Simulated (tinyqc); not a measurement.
# Trench capacitor in an array: capacitance, non-linearity, leakage and relaxation: effects of single changes

A film between two metal electrodes, each interface adding a series capacitance ci. The small-signal permittivity is ek (1 + aq E^2); the field is found with the linear permittivity. Leakage J = J0 sinh(E/Ef). After a voltage step the film passes a relaxation current kr C V tt^(-nr), tt being the time in seconds. The sidewall is a coaxial capacitor with radii a = dm/2 - t and b = dm/2, depth AR dm; the end face is left out.

Values chosen for this exercise; permittivity of the order of that of tantalum oxide:
- ek = 24.3 (relative permittivity of the film)
- t = 23 nm (film thickness)
- ci = 1000 uF/cm^2 (capacitance of each electrode interface (dead layer and screening))
- aq = 0.011 cm^2/MV^2 (quadratic field coefficient of the permittivity)
- V = 0.9 V (bias)
- nr = 0.984 (exponent of the relaxation current)
- kr = 0.0091 (strength of the relaxation)
- J0 = 7.1e-10 A/cm^2 (leakage prefactor)
- Ef = 0.24 MV/cm (field for an e-fold rise of the leakage)
- dm = 140 nm (diameter of the hole)
- pt = 280 nm (pitch of the square array)
- rho = 1600 uohm cm (resistivity of the inner electrode)
- t0 = 1e-7 s (duration of the write pulse)

Constants: eps0 = 8.8541878128e-14 F/cm where lengths are in cm. Results are converted to the units shown.

Each table varies one quantity; the others keep the values above.

## Capacitance, non-linearity and leakage against thickness

Planar film: Cf = eps0 ek/t, 1/C = 1/Cf + 2/ci, EOT = 3.9 eps0/C, effective permittivity C t/eps0, E = (V/t) C/Cf; quadratic coefficient [C(V)/C - 1]/V^2 with Cf (1 + aq E^2) in C(V).

Capacitance, non-linearity and leakage against thickness:
```
t (nm)  C (uF/cm^2)  EOT (nm)  effective permittivity  E (MV/cm)  quadratic coefficient (ppm/V^2)  J (A/cm^2)
2.5           8.461    0.4081                   23.89      3.539                          1.668e5    9.004e-4
3.7           5.748    0.6007                   24.02      2.404                          7.755e4    7.966e-6
5.5           3.882    0.8896                   24.11      1.624                          3.552e4    3.078e-7
8.2           2.610     1.323                   24.17      1.092                          1.610e4    3.357e-8
12            1.787     1.933                   24.21     0.7473                             7557    7.974e-9
18            1.192     2.896                   24.24     0.4988                             3371    2.793e-9
27           0.7956     4.340                   24.26     0.3328                             1502    1.332e-9
40           0.5373     6.427                   24.27     0.2248                            685.3   7.665e-10
60           0.3583     9.637                   24.28     0.1499                            304.9   4.728e-10
```

What does the comparison show?

C falls from 8.46 to 0.358 uF/cm^2 while the effective permittivity goes from 23.9 to 24.3 (ek = 24.3). EOT is a straight line in t with slope 3.9/ek = 0.160 and intercept 0.00691 nm. The quadratic coefficient goes as t^(-1.95) between the first two rows and t^(-2.00) between the last two (-2 without interfaces), and J falls by 6.28 decades. For t = 2.5, 3.7 direct tunnelling, left out, would add to the leakage.

## Cell against the aspect ratio

Per length 1/c = ln(b/a)/(2 pi eps0 ek) + (1/a + 1/b)/(2 pi ci); cell capacitance c AR dm; per footprint over pt^2; fields c V/(2 pi eps0 ek r) at r = a and b; resistance of the inner electrode rho AR dm/(pi a^2); time constant R C/3 of the distributed line.

The same in every row: field at a (MV/cm) = 0.4798; field at b (MV/cm) = 0.3221.

Result of one run:
```
AR  cell capacitance (fF)  per footprint (uF/cm^2)  R (kohm)  R C/3 (ps)
30                  14.23                    18.15     9.683       45.92
```

What becomes of these results when the aspect ratio, depth over diameter AR is changed from 30 to 100, all else the same?

Result of the changed run:
```
AR   cell capacitance (fF)  per footprint (uF/cm^2)  R (kohm)  R C/3 (ps)
100                  47.42                    60.49     32.28       510.2
```

The whole series:
```
AR   cell capacitance (fF)  per footprint (uF/cm^2)  R (kohm)  R C/3 (ps)
5                    2.371                    3.024     1.614       1.276
10                   4.742                    6.049     3.228       5.102
20                   9.484                    12.10     6.456       20.41
30                   14.23                    18.15     9.683       45.92
50                   23.71                    30.24     16.14       127.6
70                   33.19                    42.34     22.59       250.0
100                  47.42                    60.49     32.28       510.2
```

As AR goes from 5 to 100, the cell capacitance rises from 2.37 to 47.4 fF, the capacitance per footprint rises from 3.02 to 60.5 uF/cm^2, the ratio of the two fields stays at 1.49 and R C/3 rises from 1.28 to 510 ps; the time constant goes as AR^(2.00) between the first two rows and AR^(2.00) between the last two.

## Charge lost after writing

Planar film: Cf = eps0 ek/t, 1/C = 1/Cf + 2/ci, EOT = 3.9 eps0/C, effective permittivity C t/eps0, E = (V/t) C/Cf. A capacitor written for t0 and then left open loses, as a share of C V, kr (tt^(1 - nr) - t0^(1 - nr))/(1 - nr) by relaxation and J tt/(C V) by leakage; both are taken as small, and rows far outside that range are left out.

The same in every row: leakage current (nA/cm^2) = 1.7374.

Results:
```
tt (s)  relaxation current (nA/cm^2)  loss by relaxation (%)  loss by leakage (%)  total loss (%)
1e-6                        6.1305e6                  1.6492            2.0675e-7          1.6492
1e-5                        6.3606e5                  3.3604            2.0675e-6          3.3604
0.001                         6847.0                  6.9777            2.0675e-4          6.9779
0.01                          710.39                  8.8888            0.0020675          8.8908
0.1                           73.705                  10.872             0.020675          10.892
1                             7.6471                  12.929              0.20675          13.136
10                           0.79341                  15.063               2.0675          17.131
```

Estimate the missing row, tt = 0.0001 s.

Computed row:
```
tt (s)  relaxation current (nA/cm^2)  loss by relaxation (%)  loss by leakage (%)  total loss (%)
0.0001                         65993                  5.1357            2.0675e-5          5.1357
```

With this row back in the table: The two currents are equal at tt = 4.51 s. The loss by relaxation grows from 1.65 to 15.1 %, by 1.71 points over the first decade and 2.13 over the last, while the loss by leakage grows tenfold a decade. Relaxation is the larger loss in every row. For tt = 10 the falling voltage would already cut the leakage, so the linear estimate overstates the loss.

Program tinyqc, `OMP_NUM_THREADS=1 python tinyqc.py 2102094 2102095 out.jsonl`; Intel Xeon 2.30GHz, shared host, one thread, about 0.01 s.
